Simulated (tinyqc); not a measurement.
Stretching all distances: RHF, UHF, MP2, CISD and CCSD against full CI in the 6-31g basis, for H3+, spin multiplicity 1. Computed by the program tinyqc with PySCF. All coordinates are multiplied by the scale. c0^2 is the weight of the RHF determinant in the lowest singlet FCI state (UHF is spin-contaminated and may lie near states of higher spin) and n(LUMO) the first natural occupation beyond the occupied space.

Geometry (angstrom):
```
atom,x,y,z
H,0.0000,0.0000,0.0000
H,0.0000,0.0000,0.8200
H,0.0000,0.7100,0.4100
```

Full CI energy (hartree) and errors against it (kcal/mol):
```
scale,distance 1-2 (angstrom),E(FCI),RHF,UHF,MP2,CISD,CCSD,<S^2> UHF,c0^2,n(LUMO)
0.8600,0.7052,-1.274113,16.7250,16.7250,4.1114,0.0000,0.0000,0.0000,0.9896,0.0097
1.1200,0.9184,-1.300963,19.6324,19.6324,5.1824,0.0000,-3.02e-05,0.0000,0.9831,0.0162
1.3700,1.1234,-1.266382,22.1184,22.1184,6.2734,0.0000,0.0000,0.0000,0.9742,0.0251
1.6300,1.3366,-1.221549,24.7784,24.7784,7.5738,0.0000,0.0000,0.0000,0.9617,0.0376
1.8800,1.5416,-1.181579,27.9038,27.9038,9.0362,0.0000,0.0000,0.0000,0.9462,0.0529
2.1400,1.7548,-1.144388,32.0630,30.4051,10.7854,0.0000,0.0000,0.2641,0.9254,0.0733
2.3900,1.9598,-1.112981,37.0282,28.5482,12.6189,0.0000,0.0000,0.5390,0.9007,0.0975
2.6500,2.1730,-1.085237,43.1303,24.5742,14.4880,0.0000,0.0000,0.7213,0.8704,0.1271
```

What does the comparison show, and why?

UHF parts from RHF first at scale 2.14 of those listed, where <S^2> leaves zero. The weight c0^2 goes from 0.99 to 0.87 and n(LUMO) from 0.01 to 0.13: static correlation grows as the bonds break into open-shell fragments. The spread of the error along the curve, which distorts its shape, is CISD 0.0, CCSD 0.0, MP2 10.4, UHF 13.7, RHF 26.4 kcal/mol. With two electrons CISD and CCSD are exact.
